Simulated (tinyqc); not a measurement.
Inside a calculation. Model: chemical-mechanical planarisation: Preston law, pattern density and step-height reduction. Computed by tinyqc, a small Python program that keeps every step. Command: `OMP_NUM_THREADS=1 python tinyqc.py 3016740 3016741 out.jsonl cmp walk`. One thread of a shared host (Intel(R) Xeon(R) Processor @ 2.30GHz), about 0.02 s of CPU time with the checks. Intermediate numbers are printed to about 5 digits and carried at full precision; extremes and crossings named in words are read from the listed rows.

A row of 10 cells, repeated periodically, holds raised features that cover a share rho of each cell.

Inputs (values chosen for the exercise, close to those used for oxide polishing):
```
quantity                          value  unit
Preston coefficient K           8.9e-14  1/Pa
pressure P                           33   kPa
platen and carrier speed             60   rpm
distance between the centres         20    cm
initial step height h0              700    nm
contact height h_c                  180    nm
film above the raised areas z0     1400    nm
cell size                           2.4    mm
planarisation length                7.1    mm
polish time t                       130     s
```

local pattern densities, cell by cell: 0.3  0.2  0.2  0.3  0.6  0.5  0.3  0.9  0.2  0.8

## Blanket rate

With equal rotation speeds the relative speed is uniform, v = omega r_c; Preston rate R0 = K P v.

relative speed v = 1.2566 m/s

blanket rate R0 = 3.6907 nm/s

## Effective density

The stiff pad averages the density: rho_eff(i) = sum_j w_ij rho_j / sum_j w_ij, w = exp(-2 d^2/L^2), L the planarisation length and d the distance between cell centres, summed over all periodic images of cell j.

normalised weights (images included) for cells 0, 1, 2, ... apart: 0.26971  0.21461  0.10812  0.03449  0.00704  0.00178

effective densities: 0.38738  0.31816  0.30851  0.36130  0.43045  0.47911  0.50967  0.52551  0.51395  0.46595

Local densities span 0.2 to 0.9, effective ones 0.309 to 0.526.

## State at time t

While h > h_c only raised areas polish, at R0/rho_eff, until t_c = rho_eff (h0 - h_c)/R0. After that h = h_c exp(-(t - t_c)/tau), tau = rho_eff h_c/R0; low areas polish at R0 (1 - h/h_c) and raised areas at R0 [1 + (1 - rho_eff) h/(rho_eff h_c)]. Removed from raised areas after t_c: h0 - h_c + R0 (t - t_c) + (1 - rho_eff)(h_c - h); from low areas: R0 (t - t_c) - rho_eff (h_c - h). Film left = z0 less the removal from raised areas.

Cells:
```
cell  rho_eff  t_c (s)  step h (nm)  removed, raised (nm)  removed, low (nm)  film left on raised areas (nm)
1     0.38738   54.579        3.323                906.59             209.92                          493.41
2     0.31816   44.826        0.744                956.58             257.32                          443.42
3     0.30851   43.467        0.572                963.44             264.01                          436.56
4     0.36130   50.904        2.022                925.60             227.62                          474.40
5     0.43045   60.648        6.616                874.71             181.33                          525.29
6     0.47911   67.504       12.408                837.95             150.36                          562.05
7     0.50967   71.810       17.322                814.53             131.85                          585.47
8     0.52551   74.041       20.279                802.32             122.59                          597.68
9     0.51395   72.413       18.093                811.23             129.33                          588.77
10    0.46595   65.648       10.603                847.97             158.58                          552.03
```

range of film left across the row = 161.13 nm

largest remaining step = 20.279 nm

thinnest film left = 436.56 nm

10 of 10 cells have reached contact. The cell with the lowest rho_eff has lost the most film from its raised areas.

## Local against global planarity over time

Times are multiples of h0/R0; the range is the largest minus the smallest removal from raised areas.

Steps and range (nm):
```
multiple   t (s)  largest step  smallest step  range across the row  mean removal from raised areas
0.10       18.97        566.80         473.11                 93.69                           168.7
0.20       37.93        433.59         246.21                187.38                           337.4
0.30       56.90        300.39          73.72                243.45                           498.8
0.45       85.35        115.79          11.13                199.14                           681.1
0.60      113.80         38.16           1.68                168.84                           809.6
0.80      151.73          8.69           0.14                155.93                           957.1
1.00      189.66          1.98           0.01                152.83                          1098.6
1.30      246.56          0.21           0.00                152.00                          1309.0
1.70      322.43          0.01           0.00                151.90                          1589.0
```

Local steps shrink to 0.011 nm or less, but the range across the row reaches up to 243.5 nm among these rows and ends at 151.9 nm, against the limit (largest - smallest rho_eff) h0 = 151.9 nm: once flat, all cells polish alike and the difference stays. Evener density (dummy fill), a longer planarisation length or a smaller initial step reduces it. Caution: in the last rows the removal passes z0 somewhere, so they describe a thicker film than the one given.

Checks made by the program: volume removed per cell equals R0 t (relative difference below 1e-10).
